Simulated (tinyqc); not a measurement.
Single-band model of a thermoelectric material. From conductivity sigma back to carrier density n. Computed by tinyqc, a small Python program. Command: `OMP_NUM_THREADS=1 python tinyqc.py 3012248 3012249 out.jsonl thermo inv`. One thread of a shared host (Intel(R) Xeon(R) Processor @ 2.30GHz), about 0.04 s of CPU time with the checks.

One spherical band, one scattering law, no minority carriers and no phonon drag. In a real material minority carriers limit |S| to about E_g/(2 e T), so larger values are formal. eta = E_F/(k_B T) is counted from the band edge; f = 1/(1 + exp(x - eta)).

Inputs (values chosen for the exercise, modelled on p-type SnSe):
```
quantity                              value        unit
density-of-states mass m               0.97         m_0
mobility parameter mu_300               280  cm^2/(V s)
temperature exponent p                  1.5           -
lattice thermal conductivity kappa_L   0.62     W/(m K)
temperature T                           730           K
```

Band: parabolic. Scattering: acoustic phonons, r = -0.5.

Constants: m_0 = 9.1093837015e-31 kg; k_B = 1.380649e-23 J/K; hbar = 1.054571817e-34 J s; k_B = 8.617333262e-05 eV/K; e = 1.602176634e-19 C.

Method:
- With x = E/(k_B T), a = alpha k_B T (0 for a parabolic band), G = x (1 + a x), D = 1 + 2 a x and <y> = int y f (1 - f) dx, f = 1/(1 + exp(x - eta)): tau = tau_0 G^r/D; transport function s = G^(3/2 + r)/D^2; n = N_0 <G^(3/2)> with N_0 = (2 m k_B T)^(3/2)/(3 pi^2 hbar^3).
- Integrals over x = E/(k_B T) use 160 Gauss-Legendre points in u = sqrt(x) from 0 to sqrt(max(eta, 0) + 32).
- Solve for eta.
- sigma = e mu_0 N_0 <s> with mu_0 = e tau_0/m = mu_300 (T/300 K)^(-p); |S| = (k_B/e)(<x s>/<s> - eta); Lorenz number L = (k_B/e)^2 (<x^2 s>/<s> - (<x s>/<s>)^2); kappa_e = L sigma T; zT = S^2 sigma T/(kappa_L + kappa_e).
- Hall factor r_H = <G^(3/2)> <G^(3/2 + 2r)/D^4>/<s>^2; drift mobility sigma/(n e) with n = N_0 <G^(3/2)>; power factor S^2 sigma.

Question. A run gave the result below. Find the carrier density n, known to lie between 4.5e+20 and 1.3e+21 1/cm^3.

conductivity sigma = 3579.481 S/cm

Answer.

Each step takes the trial c = (a f_b - b f_a)/(f_b - f_a), f being the result less the target and a, b, c the logarithms of the listed values; c replaces end b, the old b replaces a if the sign of f changed, and otherwise f_a is halved.

Scan of the range:
```
carrier density n (1/cm^3)  conductivity sigma (S/cm)
4.50e+20                                      2653.35
5.37e+20                                      3024.98
6.41e+20                                      3441.55
7.65e+20                                      3907.10
9.13e+20                                      4428.00
1.09e+21                                      5012.20
1.30e+21                                      5662.68
```

False position (Illinois rule, in the logarithm of the input) inside the bracket:
```
step        end a        end b        trial  conductivity sigma (S/cm)
1     6.41000e+20  7.65000e+20  6.75481e+20                    3574.08
2     7.65000e+20  6.75481e+20  6.76846e+20                    3579.27
3     7.65000e+20  6.76846e+20  6.76950e+20                    3579.67
4     6.76846e+20  6.76950e+20  6.76900e+20                    3579.48
5     6.76950e+20  6.76900e+20  6.76900e+20                    3579.48
```

Conductivity sigma rises at every point of a 13-point scan of the range (every second point is shown), so one value fits; it is bracketed by 6.41e20 and 7.65e20. Answer: carrier density n = 6.769e20 1/cm^3.
